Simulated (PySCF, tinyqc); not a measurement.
Worked calculation (part 2 of 2): CCSD on RHF in the sto-6g basis, for BeH+, spin multiplicity 1. The lowest restricted solution is unstable here: a spin-polarised one lies 0.0201 hartree lower (PySCF). Computed by tinyqc, a small Python program that keeps every step (integrals from PySCF). Command: `OMP_NUM_THREADS=1 python tinyqc.py 29388 29389 out.jsonl` (the two numbers bound the seeds that draw the settings). One thread of a shared host (Intel(R) Xeon(R) Processor @ 2.60GHz), about 0.4 s of CPU time with the checks.

Geometry (angstrom):
```
atom         x         y         z
Be    0.000000  0.000000  0.000000
H     0.000000  0.000000  1.980000
```

## CCSD: convergence

E_corr = 1/4 sum <ij||ab> t_ij^ab + 1/2 sum <ij||ab> t_i^a t_j^b; stop when the norm of the change is below 1e-8.

Course of the amplitude iterations:
```
update  correlation energy (hartree)  norm of the change
0                        -0.02903692                   -
1                        -0.04014347            1.41e-01
2                        -0.04487194            7.22e-02
3                        -0.04712579            4.30e-02
4                        -0.04831291            2.79e-02
5                        -0.04898838            1.90e-02
6                        -0.04939597            1.34e-02
7                        -0.04965321            9.64e-03
8                        -0.04982136            7.03e-03
9                        -0.04993441            5.17e-03
10                       -0.05001214            3.82e-03
11                       -0.05006657            2.83e-03
12                       -0.05010524            2.10e-03
13                       -0.05013303            1.56e-03
...                              ...                 ...
41                       -0.05020927            3.97e-07
42                       -0.05020927            2.95e-07
43                       -0.05020928            2.20e-07
44                       -0.05020928            1.63e-07
45                       -0.05020928            1.22e-07
46                       -0.05020928            9.05e-08
47                       -0.05020928            6.74e-08
48                       -0.05020928            5.01e-08
49                       -0.05020929            3.73e-08
50                       -0.05020929            2.78e-08
51                       -0.05020929            2.07e-08
52                       -0.05020929            1.54e-08
53                       -0.05020929            1.14e-08
54                       -0.05020929            8.51e-09
```

Converged amplitudes (spin orbitals 1a, 1b, ...; amplitudes related by a flip of all spins are not repeated):
```
from      to          t
2a 2b  3a 3b  -0.221196
2a 2b  3a 6b  -0.126779
2a 2b  6a 6b  -0.118393
2a        6a  -0.053580
2a 2b  4a 4b  -0.048693
2a 2b  5a 5b  -0.048693
2a        3a   0.043420
1a 2b  4a 4b  -0.002949
1a 2b  5a 5b  -0.002949
1a 2b  3b 6a  -0.001977
1a 1b  3a 3b  -0.001891
1a 2b  3a 6b   0.001804
1a 2b  6a 6b  -0.001557
1a 1b  4a 4b  -0.001498
1a 1b  5a 5b  -0.001498
1a 1b  6a 6b  -0.001307
1a        6a   0.000637
1a 2a  3a 6a  -0.000173
1a 1b  3a 6b   0.000166
1a        3a   0.000153
1a 2b  3a 3b   0.000074
```

CCSD total energy = -14.79057358 hartree

T1 diagnostic, norm of the one-spin t1 over sqrt(correlated electrons) = 0.034484

Converged in 54 updates.
